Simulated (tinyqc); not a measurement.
UHF in the sto-3g basis, for H4, spin multiplicity 3, step by step. This run ends on a higher stationary point, not on the lowest solution. One step of it, computed by the program tinyqc.

Task: Iteration 3: diagonalisation and new density. A level shift of 1 hartree raises the virtual space: F + shift (S - S D(s) S), with D(s) the density of one spin. Diagonalise F' = X^T F X, C = X C', fill 3 alpha and 1 beta electrons from the bottom; D(s) = C_occ C_occ^T. Each column has its largest component positive (the first on a tie).

F(alpha) (hartree), lower triangle:
```
           1H 1s      2H 1s      3H 1s      4H 1s
1H 1s  -0.321430
2H 1s  -0.167482  -0.258949
3H 1s   0.024073   0.001424  -0.258949
4H 1s   0.008660   0.024073  -0.167482  -0.321430
```

F(beta) (hartree), lower triangle:
```
           1H 1s      2H 1s      3H 1s     4H 1s
1H 1s   0.193524
2H 1s  -0.027722   0.030023
3H 1s  -0.031220  -0.054386   0.030023
4H 1s   0.027560  -0.031220  -0.027722  0.193524
```

X, lower triangle:
```
           1H 1s      2H 1s      3H 1s     4H 1s
1H 1s   1.028554
2H 1s  -0.142116   1.044306
3H 1s   0.014754  -0.106398   1.044306
4H 1s  -0.002240   0.014754  -0.142116  1.028554
```

D(alpha) after iteration 2, lower triangle:
```
           1H 1s      2H 1s      3H 1s     4H 1s
1H 1s   1.073839
2H 1s  -0.338377   0.727129
3H 1s   0.003834  -0.621598   0.727129
4H 1s  -0.013305   0.003834  -0.338377  1.073839
```

D(beta) after iteration 2, lower triangle:
```
           1H 1s      2H 1s      3H 1s     4H 1s
1H 1s   0.436703
2H 1s  -0.368280   0.310577
3H 1s   0.368280  -0.310577   0.310577
4H 1s  -0.436703   0.368280  -0.368280  0.436703
```

overlap S, lower triangle:
```
          1H 1s     2H 1s     3H 1s     4H 1s
1H 1s  1.000000
2H 1s  0.266488  1.000000
3H 1s  0.012838  0.194202  1.000000
4H 1s  0.000315  0.012838  0.266488  1.000000
```

Give: F' = X^T F X; orbital energies; coefficients C; F' = X^T F X; orbital energies; coefficients C; D(alpha) after iteration 3; D(beta) after iteration 3.

Result:

F' = X^T F X (alpha) (hartree), lower triangle:
```
         1       2       3        4
1  -0.2728
2   0.0042  0.2366
3   0.1358  0.5204  0.2366
4   0.0224  0.1358  0.0042  -0.2728
```

orbital energies (alpha) (hartree): MO1 -0.4211, MO2 -0.2696, MO3 -0.1578, MO4 0.7761

coefficients C (alpha):
```
           MO1      MO2      MO3     MO4
1H 1s   0.4498   0.7312  -0.5842  0.0089
2H 1s   0.4826  -0.1789   0.6644  0.6449
3H 1s  -0.4826  -0.1789  -0.6644  0.6449
4H 1s  -0.4498   0.7312   0.5842  0.0089
```

F' = X^T F X (beta) (hartree), lower triangle:
```
         1        2       3       4
1   0.8769
2   0.1741   0.8911
3  -0.2578   0.1051  0.8911
4   0.3710  -0.2578  0.1741  0.8769
```

orbital energies (beta) (hartree): MO1 0.1919, MO2 0.9710, MO3 1.0999, MO4 1.2732

coefficients C (beta):
```
           MO1     MO2      MO3      MO4
1H 1s   0.6548  0.1237   0.3388   0.7207
2H 1s  -0.5681  0.6088   0.5929  -0.2780
3H 1s   0.5681  0.6088  -0.5929  -0.2780
4H 1s  -0.6548  0.1237  -0.3388   0.7207
```

D(alpha) after iteration 3, lower triangle:
```
         1H 1s    2H 1s    3H 1s   4H 1s
1H 1s   1.0783
2H 1s  -0.3019   0.7064
3H 1s   0.0403  -0.6424   0.7064
4H 1s  -0.0089   0.0403  -0.3019  1.0783
```

D(beta) after iteration 3, lower triangle:
```
         1H 1s    2H 1s    3H 1s   4H 1s
1H 1s   0.4288
2H 1s  -0.3720   0.3228
3H 1s   0.3720  -0.3228   0.3228
4H 1s  -0.4288   0.3720  -0.3720  0.4288
```
